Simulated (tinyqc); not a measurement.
# Resistance of a source-drain extension with a graded tip, step by step

tinyqc, about 0.03 s, one thread, Intel Xeon 2.30GHz (shared host): `OMP_NUM_THREADS=1 python tinyqc.py 2282108 2282109 out.jsonl` Printed values are rounded.

y runs along the channel, the gate covers y > 0. The doping is N0 for y < y0 and N0 10^(-(y - y0)/la) beyond, uniform over the depth xj. Sheet conductance s(y) = q mu(N) max(N - Nch, 0) xj + (for y > 0) ma Cox Vo, with mu(N) = u0 + (u1 - u0)/(1 + (N/Nr)^au) and Cox = eps0 eox/tox. Current is taken as one-dimensional; depletion of the tip, spreading and the contact are left out. The metallurgical junction lies at yj, where N = Nch.

Values chosen for this exercise; mobility law close to that of electrons in silicon: relative permittivity of the gate insulator (close to silicon dioxide) eox = 3.9; insulator thickness tox = 2.4 nm; active doping of the extension far from the gate N0 = 9.4e19 cm^-3; lateral abruptness la = 2.1 nm/decade; position under the gate where the fall begins (gate edge at 0) y0 = 2.2 nm; depth of the extension xj = 15 nm; channel doping Nch = 4.1e17 cm^-3; gate overdrive Vo = 0.8 V; mobility of the gate-induced layer ma = 130 cm^2/(V s); mobility at low doping u1 = 1414 cm^2/(V s); mobility at high doping u0 = 68.5 cm^2/(V s); reference doping Nr = 9.2e16 cm^-3; exponent au = 0.711; gate length Lg = 30 nm.

Constants: q = 1.602176634e-19 C, eps0 = 8.8541878128e-14 F/cm where lengths are in cm. Results are converted to the units shown.

## Sheet resistances and junction position

yj = y0 + la log10(N0/Nch); sheet resistance of the full extension 1/[q mu(N0)(N0 - Nch) xj] and of the gate-induced layer 1/(ma Cox Vo); metallurgical length Lg - 2 yj; ye is where the doped and the gate-induced conductances are equal.

yj = 7.15672 nm
sheet resistance of the extension = 568.650 ohm/square
sheet resistance of the induced layer = 6682.89 ohm/square
metallurgical length = 15.6866 nm
ye = 4.93835 nm
N at ye = 4.66822e18 cm^-3

The gate takes over 2.22 nm before the junction, where N is still 11.4 times the channel doping.

## Resistance of the overlapped part

Midpoint rule on 11 equal steps from 0 to yj: R_ov = sum h/s(y), per width.

```
point    y (nm)   N (cm^-3)  doped conductance (uS)  sheet resistance (ohm/square)
0      0.325306      9.4e19                 1758.55                        524.057
1      0.975917      9.4e19                 1758.55                        524.057
2       1.62653      9.4e19                 1758.55                        524.057
3       2.27714  8.63764e19                 1627.61                        562.668
4       2.92775  4.23234e19                 861.103                        989.376
5       3.57836  2.07379e19                 471.320                        1610.42
6       4.22897  1.01613e19                 267.931                        2394.82
7       4.87958  4.97893e18                 156.944                        3261.79
8       5.53019  2.43961e18                 91.5774                        4145.71
9       6.18081  1.19538e18                 48.2391                        5053.70
10      6.83142  5.85722e17                 14.9086                        6077.39
```

R_ov = 16.700 ohm um

The exact integral is 16.742 ohm um; the coarse sum is 0.25 % below it.
